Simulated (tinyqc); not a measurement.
Worked calculation: one-electron ion in a basis of Gaussians. One step of it, computed by the program tinyqc.

Problem. Generalised eigenproblem. Solve H C = S C e through S^(-1/2); each column has its largest component positive (the first on a tie).

H = T + V (hartree), lower triangle:
```
            1           2           3           4            5
1   -8.943955
2  -10.108752   -9.738512
3   -9.459724  -11.233340   21.546459
4   -7.442503  -15.317941   22.826086  238.007936
5   -5.398203  -14.156995  -10.658261  261.103356  1378.473742
```

S, lower triangle:
```
          1         2         3         4         5
1  1.000000
2  0.674478  1.000000
3  0.272320  0.674783  1.000000
4  0.092505  0.272379  0.674581  1.000000
5  0.030124  0.092570  0.272383  0.674788  1.000000
```

Give: eigenvalues of S; eigenvalues; coefficients.

Solution.

eigenvalues of S: 0.0962  0.2542  0.6478  1.4433  2.5585

eigenvalues (hartree): -12.4641  1.9260  67.4269  431.7908  2288.1934

coefficients:
```
        1        2        3        4        5
1  0.4903   1.2550   0.5184  -0.1900   0.0757
2  0.5256  -1.1297  -1.4436   0.6235  -0.2474
3  0.1141  -0.0528   1.4927  -1.3832   0.6096
4  0.0193  -0.0284  -0.0786   1.5514  -1.2934
5  0.0035  -0.0019   0.0265  -0.1059   1.4546
```

For Z = 5 and l = 0 the exact lowest level is -Z^2/(2 n^2) with n = l + 1: -12.500000 hartree.
